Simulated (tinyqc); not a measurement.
Input admittance of a MOSFET at zero drain bias: distributed channel and distributed gate: two steps of the calculation.

Source and drain grounded, strong inversion, w = 2 pi f, Cox = eps0 eox/tox. The channel is an RC line of resistance 1/(mu Cox Vo) per square fed from both ends, so one finger has the intrinsic admittance y = i w Cox L tanh(g)/g per width, g = (1/2) sqrt(i w tau), tau = L^2/(mu Vo). The vertical resistance rv/L is in series with y, the overlaps 2 i w Cov in parallel: y_t = 1/(1/y + rv/L) + 2 i w Cov. The gate strip is a line of Rsh/L per length loaded by y_t, so a finger has Y = y_t Wf tanh(k)/k, k = (Wf/sd) sqrt(y_t Rsh/L); the device has Nf Y.

Parameters, values chosen for the exercise; values of the order met in silicon radio-frequency transistors:
```
symbol  value        unit                                                                 meaning
eox       3.9              relative permittivity of the gate insulator (close to silicon dioxide)
tox       4.1          nm                                                     insulator thickness
L        0.12          um                                                          channel length
Wf        9.9          um                                                            finger width
Nf          1                                                                   number of fingers
mu        110  cm^2/(V s)                                                        channel mobility
Vo       0.53           V                                                          gate overdrive
Rsh       3.1  ohm/square                                            sheet resistance of the gate
rv        3.7    ohm um^2                                  vertical resistivity of the gate stack
sd          1                                       number of ends at which a finger is contacted
Cov      0.29       fF/um                             overlap and fringe capacitance on each side
f         9.5         GHz                                                               frequency
```

Constants: eps0 = 8.8541878128e-14 F/cm where lengths are in cm. Results are converted to the units shown.

Problem 1. Low-frequency resistances and capacitance. Low-frequency limits, with c = Cox L and ct = c + 2 Cov: R_strip = Rsh Wf/(3 sd^2 L Nf), R_ch = (c/ct)^2 L/(12 mu Cox Vo Wf Nf), R_vert = (c/ct)^2 rv/(L Wf Nf), C = ct Wf Nf.

Find: parts; sum; C; 1/(2 pi R C).

Solution 1.

parts (ohm): strip 85.250, channel 8.3047, vertical 1.2573
sum = 94.812 ohm
C = 15.748 fF
1/(2 pi R C) = 106.60 GHz

The strip term is the largest, 89.9 % of the sum.

Problem 2. Input impedance of the device. k and Y as defined; Z = 1/(Nf Y) = R + 1/(i w C); Q = |Im Z|/R; signal at the point farthest from a contact |1/cosh k|.

y_t = 0.853177+94.933804i uS/um

Find: k; Nf Y; R; C; Q; signal at the far point.

Solution 2.

k = 0.34823+0.34512i
Nf Y = 0.08285+0.93135i mS
R = 94.768 ohm
C = 15.726 fF
Q = 11.241
signal at the far point = 0.99415

Numbers from tinyqc (`OMP_NUM_THREADS=1 python tinyqc.py 2262053 2262054 out.jsonl`; about 0.01 s on one thread of a shared Intel Xeon 2.30GHz).
